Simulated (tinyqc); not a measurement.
Threshold-voltage variability of a planar MOSFET, analytic estimates: two steps of the calculation.

Three independent sources add in quadrature: random dopants in the depleted layer, metal-gate grains of two orientations, and roughness of the two gate edges acting through the roll-off VT = VT(long) - Vr exp(-L/l). These are first-order estimates: no three-dimensional electrostatics, no percolation.

Values chosen for this exercise; material values those of a made-up semiconductor: temperature T = 300 K; band gap Eg = 1.36 eV; relative permittivity of the semiconductor eps_r = 12.6; conduction-band density of states at T Nc = 3.15e19 cm^-3; valence-band density of states at T Nv = 3.07e19 cm^-3; channel doping Na = 1.4e18 cm^-3; oxide-equivalent thickness in inversion ti = 1.6 nm; gate length L = 25 nm; gate width W = 33 nm; number of cells Nb = 1048576; wanted yield Y = 0.99.

Constants: q = 1.602176634e-19 C, kB = 1.380649e-23 J/K, Vt = kB T/q, eps0 = 8.8541878128e-14 F/cm where lengths are in cm. Results are converted to the units shown.

Task 1. Random dopants. ni = sqrt(Nc Nv) exp(-Eg/(2 Vt)), Eg in volts; Cox = 3.9 eps0/ti; Wd = sqrt(4 eps0 eps_r Vt ln(Na/ni)/(q Na)); dopants: s1 = (q/Cox) sqrt(Na Wd/(3 L W)). The slope A1 = s1 sqrt(L W); mean number of dopants Na L W Wd.

Find: Cox; Wd; mean number of dopants; A1; s1.

Result 1.

Cox = 2.1582 uF/cm^2
Wd = 34.545 nm
mean number of dopants = 39.900
A1 = 0.94257 mV um
s1 = 32.816 mV

Counting alone, 1/sqrt(N) of the depletion voltage q Na Wd/Cox = 359 mV, would give sqrt(3) times more: dopants deep in the layer act less on the surface.

Task 2. Margin in standard deviations for the wanted yield. Cells fail independently with probability Q(k) = erfc(k/sqrt(2))/2 when the margin is k standard deviations, and Y = exp(-Nb Q(k)). phi = exp(-k^2/2)/sqrt(2 pi). Newton steps on ln Q(k) = ln(-ln(Y)/Nb): k(new) = k + [ln Q - ln(-ln(Y)/Nb)] Q/phi.

k at the start = 2

Wanted: Q(k); phi; k after iteration 1.

Result 2.

Q(k) = 0.022750
phi = 0.053991
k after iteration 1 = 8.1857

tinyqc, about 0.01 s, one thread, Intel Xeon 2.30GHz (shared host): `OMP_NUM_THREADS=1 python tinyqc.py 2090027 2090028 out.jsonl`
